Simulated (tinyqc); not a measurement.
Inside a calculation. Model: capacitance of parallel on-chip lines from Laplace's equation on a mesh.

Computed by the program tinyqc: `OMP_NUM_THREADS=1 python tinyqc.py 2790133 2790134 out.jsonl`, one thread of a shared Intel Xeon 2.30GHz, about 1 s for the whole run. Printed values are rounded.

Cross-section of an endless row of equal lines between two grounded planes; neighbours are driven in antiphase (+1 V and -1 V), so the plane midway between two lines is at 0 V. By symmetry one quarter is solved: x runs from the centre of a line (column 0, mirror) to that midplane (column 5, 0 V), y from the mid-height of the line (row 0, mirror) to the ground plane (row 3, 0 V). The line fills columns 0 to 2 and rows 0 to 1 at 1 V. Cells beside the line (below row 1) have e2, cells above have e1. Each link between nodes has the conductance g = mean permittivity of the two cells beside it (a cell beyond a mirror counts as 0), and the free nodes obey sum g (V_neighbour - V) = 0.

Parameters, values chosen for the exercise:
- e1 = 2.4 (relative permittivity above and below the lines)
- e2 = 1 (relative permittivity between the lines)
- om = 1.4 (over-relaxation factor)

Constants: eps0 = 8.8541878128e-12 F/m. Results are converted to the units shown.

## Link conductances

gx[j, i] joins node (row j, column i) to column i + 1, gy[j, i] to row j + 1.

gx:
```
	col 0	col 1	col 2	col 3	col 4
row 0	0.5	0.5	0.5	0.5	0.5
row 1	1.7	1.7	1.7	1.7	1.7
row 2	2.4	2.4	2.4	2.4	2.4
row 3	1.2	1.2	1.2	1.2	1.2
```

gy:
```
	col 0	col 1	col 2	col 3	col 4	col 5
row 0	0.5	1	1	1	1	0.5
row 1	1.2	2.4	2.4	2.4	2.4	1.2
row 2	1.2	2.4	2.4	2.4	2.4	1.2
```

## Iteration 1: relaxation sweep

V at the start (V):
```
	col 0	col 1	col 2	col 3	col 4	col 5
row 0	1	1	1	0	0	0
row 1	1	1	1	0	0	0
row 2	0	0	0	0	0	0
row 3	0	0	0	0	0	0
```

One sweep visits the free nodes row by row from row 0, left to right, and replaces V by V + om (weighted mean of the neighbours - V), using new values at once.

V after sweep 1 (V):
```
	col 0	col 1	col 2	col 3	col 4	col 5
row 0	1.00000	1.00000	1.00000	0.35000	0.12250	0.00000
row 1	1.00000	1.00000	1.00000	0.42206	0.17294	0.00000
row 2	0.35000	0.47250	0.51538	0.32810	0.17537	0.00000
row 3	0.00000	0.00000	0.00000	0.00000	0.00000	0.00000
```

## Iteration 2: relaxation sweep

As before.

V after sweep 2 (V):
```
	col 0	col 1	col 2	col 3	col 4	col 5
row 0	1.00000	1.00000	1.00000	0.54832	0.26397	0.00000
row 1	1.00000	1.00000	1.00000	0.51672	0.25267	0.00000
row 2	0.54075	0.53064	0.44441	0.26653	0.11157	0.00000
row 3	0.00000	0.00000	0.00000	0.00000	0.00000	0.00000
```

## Course of the relaxation

Stop when no node changes by 1e-7 V. C = 4 eps0 sum g (difference of V along the link)^2, in aF/um.

Course of the iteration:
```
sweep	C (aF/um)	largest change (V)
1	164.442	0.515
2	156.037	0.198
3	154.650	0.0725
4	154.332	0.0672
5	154.264	0.0284
6	154.242	0.0210
7	154.241	3.21e-3
8	154.241	1.24e-3
9	154.241	4.03e-4
10	154.241	1.64e-4
11	154.241	1.32e-4
12	154.241	4.79e-5
13	154.241	8.21e-6
14	154.241	6.50e-6
15	154.241	3.99e-6
16	154.241	8.14e-7
17	154.241	5.11e-7
18	154.241	2.16e-7
19	154.241	3.73e-8
```

Converged in 19 sweeps. Over the last four sweeps the change shrinks by about 0.31 a sweep. C comes down from above, since the solution minimises the energy.

## Capacitance per length

converged V (V):
```
	col 0	col 1	col 2	col 3	col 4	col 5
row 0	1.00000	1.00000	1.00000	0.54034	0.22969	0.00000
row 1	1.00000	1.00000	1.00000	0.46584	0.18920	0.00000
row 2	0.49048	0.48095	0.43334	0.25240	0.11040	0.00000
row 3	0.00000	0.00000	0.00000	0.00000	0.00000	0.00000
```

C = 4 eps0 sum g (difference of V)^2 over all links (twice the energy of the four quarters, line at 1 V). Plate estimate without fringing: eps0 [2 e1 w/hd + 2 e2 t/(s/2)], w = 4 hx, t = 2 hx, s/2 = 3 hx, hd = 2 hx.

C = 154.241 aF/um
plate estimate = 96.8058 aF/um

C depends on the shape only, not on the mesh step hx. Meshes 6, 12 and 24 times finer extrapolate (Aitken) to 141.4 aF/um; this mesh is 9.1 % above that, and the plate estimate is 32 % below it.
